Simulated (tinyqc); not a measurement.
Worked calculation: one-electron ion in a basis of Gaussians. One step of it, computed by the program tinyqc.

Question. Generalised eigenproblem. Solve H C = S C e through S^(-1/2); each column has its largest component positive (the first on a tie).

H = T + V (hartree):
```
[[-1.530696, -1.421330, -0.889761, -0.430337],
 [-1.421330, -1.775411, -1.595594, -1.265676],
 [-0.889761, -1.595594, 0.548986, 0.795801],
 [-0.430337, -1.265676, 0.795801, 14.750697]]
```

S:
```
[[1.000000, 0.626682, 0.199222, 0.047193],
 [0.626682, 1.000000, 0.626694, 0.199162],
 [0.199222, 0.626694, 1.000000, 0.626558],
 [0.047193, 0.199162, 0.626558, 1.000000]]
```

Give: eigenvalues of S; eigenvalues; coefficients.

Answer.

eigenvalues of S: [0.1467, 0.4618, 1.1794, 2.2121]

eigenvalues (hartree): [-1.9953, -0.6692, 3.7977, 25.5109]

coefficients:
```
[[0.3929, 1.1899, 0.5214, -0.1826],
 [0.6163, -0.9200, -1.3135, 0.5615],
 [0.1415, -0.1223, 1.3519, -1.1846],
 [0.0226, -0.0272, -0.0180, 1.3687]]
```

For Z = 4 and l = 1 the exact lowest level is -Z^2/(2 n^2) with n = l + 1: -2.000000 hartree.
